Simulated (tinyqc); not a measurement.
Inside a calculation. Model: signal and retention of a DRAM cell.

Numbers from tinyqc (`OMP_NUM_THREADS=1 python tinyqc.py 2130145 2130146 out.jsonl`; about 0.01 s on one thread of a shared Intel Xeon 2.30GHz). Printed values are rounded.

A stored one starts at Vd and leaks: Cs dV/dt = -I(V), I = a sqrt((V + Vb)/(Vd + Vb)) + b, with a = Ig exp[-(Eg1 q/kB)(1/T - 1/T0)] (generation in a depletion layer) and b = Is exp[-(Es q/kB)(1/T - 1/T0)]. The bit line is precharged to Vd/2, and charge sharing gives the signal (V - Vd/2) Cs/(Cs + Cb).

Inputs (values chosen for the exercise):
```
symbol,value,unit,meaning
Vd,1.2,V,array voltage
Cs,20,fF,cell capacitance
Cb,92,fF,bit-line capacitance
dm,50,mV,smallest signal that the sense amplifier resolves
Vb,1.54,V,built-in plus back-bias voltage of the storage junction
Ig,3.5,fA,junction leakage at V = Vd and T0
Is,0.23,fA,voltage-independent leakage at T0
Es,0.33,eV,activation energy of Is
T0,358,K,reference temperature
T,358,K,temperature
sg,0.96,,deviation of ln(retention time) over the cells
Nc,4.29e9,,cells
tr,64,ms,refresh interval
Eg1,0.6,eV,activation energy of Ig
```

Constants: q = 1.602176634e-19 C, kB = 1.380649e-23 J/K. Results are converted to the units shown.

Range of the model: Real arrays also hold a tail of unusually leaky cells and cells whose retention varies in time, which this model lacks.

## Signal and margin

The cell fails below Vc = Vd/2 + dm (Cs + Cb)/Cs.

transfer ratio = 0.1785714
signal of a fresh one = 107.1429 mV
Vc = 0.88 V
charge that may be lost = 6.4 fC
the same in electrons = 39945.66

## Retention time

With s = sqrt((Vc + Vb)/(Vd + Vb)), the time from Vd to Vc is t = [2 Cs (Vd + Vb)/a] [1 - s - (b/a) ln((a + b)/(a s + b))].

a = 3.5 fA
b = 0.23 fA
retention time = 1.765660 s
estimate with the current held at a + b = 1.715818 s

The constant-current estimate is 2.8 % below the true time, since the junction leaks less as V falls.

## Failing cells

This time is the median of a log-normal spread: failing cells = Nc erfc(z/sqrt 2)/2, z = ln(t/tr)/sg. One failure is expected at the interval where that count equals 1.

z = 3.455621
failing cells = 1.177661e6
interval for one failure = 4.461138 ms

The weakest cell of the array lies about 6.23 deviations out, a factor of 396 below the median; the chosen interval is longer than that time.
